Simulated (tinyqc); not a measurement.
Inversion-layer mobility, back-scattering and ballistic limit of a field-effect transistor: one step, computed by the program tinyqc.

The charge at the top of the source barrier is fixed by the gate; series resistance and short-channel effects are left out. F_j are Fermi integrals normalised to exp(eta) in the classical limit.

Problem. Back-scattering. Non-degenerate: every F_j(eta) is replaced by exp(eta). Ballistic channel: N_2D = g_v m k_B T/(pi hbar^2), U = e V_D/(k_B T); eta_F solves N_inv = (N_2D/2)[F_0(eta_F) + F_0(eta_F - U)]; v_T = sqrt(2 k_B T/(pi m)); I/W = e (N_2D/2) v_T [F_1/2(eta_F) - F_1/2(eta_F - U)]; injection velocity v_T F_1/2(eta_F)/F_0(eta_F). Mean free path lambda = (2 k_B T/e)(mu/v_T) F_0(eta_0)/F_-1/2(eta_0), with eta_0 from N_inv = N_2D F_0(eta_0); critical length l = L (1 + U)^(-a), an empirical rule; back-scattering r = l/(l + lambda). Then eta solves N_inv = (N_2D/2)[(1 + r) F_0(eta) + (1 - r) F_0(eta - U)] and I/W = e (N_2D/2) v_T (1 - r)[F_1/2(eta) - F_1/2(eta - U)]. Ballistic ratio: I over the ballistic current. Apparent mobility 1/(1/mu + 1/mu_B), mu_B = mu L/lambda.

Inputs (values chosen for the exercise, modelled on a 4H-SiC n-channel):
```
quantity                           value  unit
transport mass m                     0.3   m_0
valley degeneracy g_v                  3     -
gate overdrive V_G - V_T           0.081     V
drain voltage V_D                   0.53     V
channel length L                      58    nm
exponent a of the critical length   0.59     -
temperature T                        400     K
```

Statistics at the top of the barrier: non-degenerate.

inversion density N_inv = 5.631528e+11 1/cm^2

effective mobility mu = 12.99957 cm^2/(V s)

Constants: m_0 = 9.1093837015e-31 kg; k_B = 1.380649e-23 J/K; hbar = 1.054571817e-34 J s; k_B = 8.617333262e-05 eV/K; e = 1.602176634e-19 C.

Give: eta_0; mean free path lambda; critical length l; back-scattering coefficient r; current I/W; ballistic ratio; apparent low-field mobility.

Solution.

eta_0 = -3.1360

mean free path lambda = 0.79011 nm

critical length l = 11.144 nm

back-scattering coefficient r = 0.93379

current I/W = 3.5037 microampere/micrometre

ballistic ratio = 0.034236

apparent low-field mobility = 12.825 cm^2/(V s)

L/lambda = 73.41, but at this drain voltage only the first 11.1 nm can return a carrier to the source, so the device works at 3 % of its ballistic limit. Caution: the current exceeds the long-channel drift law, so the empirical rule for l, meant for short channels, is too generous here.
